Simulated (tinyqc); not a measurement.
Input admittance of a MOSFET at zero drain bias: distributed channel and distributed gate: input impedance against frequency.

Source and drain grounded, strong inversion, w = 2 pi f, Cox = eps0 eox/tox. The channel is an RC line of resistance 1/(mu Cox Vo) per square fed from both ends, so one finger has the intrinsic admittance y = i w Cox L tanh(g)/g per width, g = (1/2) sqrt(i w tau), tau = L^2/(mu Vo). The vertical resistance rv/L is in series with y, the overlaps 2 i w Cov in parallel: y_t = 1/(1/y + rv/L) + 2 i w Cov. The gate strip is a line of Rsh/L per length loaded by y_t, so a finger has Y = y_t Wf tanh(k)/k, k = (Wf/sd) sqrt(y_t Rsh/L); the device has Nf Y.

Low-frequency limits, with c = Cox L and ct = c + 2 Cov: R_strip = Rsh Wf/(3 sd^2 L Nf), R_ch = (c/ct)^2 L/(12 mu Cox Vo Wf Nf), R_vert = (c/ct)^2 rv/(L Wf Nf), C = ct Wf Nf. Z = 1/(Nf Y) = R + 1/(i w C), Q = |Im Z|/R, far-point signal |1/cosh k|.

Values chosen for this exercise; values of the order met in silicon radio-frequency transistors: relative permittivity of the gate insulator (close to silicon dioxide) eox = 3.9; insulator thickness tox = 3.9 nm; channel length L = 0.5 um; finger width Wf = 3.2 um; number of fingers Nf = 16; channel mobility mu = 190 cm^2/(V s); gate overdrive Vo = 0.62 V; sheet resistance of the gate Rsh = 19 ohm/square; vertical resistivity of the gate stack rv = 0 ohm um^2; number of ends at which a finger is contacted sd = 2; overlap and fringe capacitance on each side Cov = 0.17 fF/um.

Constants: eps0 = 8.8541878128e-14 F/cm where lengths are in cm. Results are converted to the units shown.

The same in every row: low-frequency R (ohm) = 7.362.

Input impedance against frequency:

| f (GHz) | w tau | \|k\| | R (ohm) | C (fF) | Q | signal at the far point |
|---|---|---|---|---|---|---|
| 0.2 | 0.02667 | 0.02414 | 7.362 | 244.1 | 442.8 | 1.000 |
| 0.5 | 0.06667 | 0.03817 | 7.362 | 244.1 | 177.1 | 1.000 |
| 1 | 0.1333 | 0.05398 | 7.362 | 244.1 | 88.57 | 1.000 |
| 3 | 0.4000 | 0.09346 | 7.362 | 244.0 | 29.53 | 0.9999 |
| 8 | 1.067 | 0.1523 | 7.357 | 243.6 | 11.10 | 0.9990 |
| 20 | 2.667 | 0.2375 | 7.332 | 241.1 | 4.502 | 0.9942 |
| 50 | 6.667 | 0.3504 | 7.178 | 227.0 | 1.954 | 0.9736 |
| 100 | 13.33 | 0.4299 | 6.702 | 191.7 | 1.239 | 0.9462 |
| 300 | 40.00 | 0.5519 | 4.446 | 107.4 | 1.112 | 0.9097 |

R falls from 7.36 to 4.45 ohm and C falls from 244 to 107 fF. Q goes as f^(-1.00) between the first two rows and f^(-0.10) between the last two, where w tau = 40.0 and |k| = 0.552. The low-frequency limits hold both R and C within 5 % up to f = 20 GHz among the rows.

tinyqc, about 0.01 s, one thread, Intel Xeon 2.30GHz (shared host): `OMP_NUM_THREADS=1 python tinyqc.py 2262236 2262237 out.jsonl`
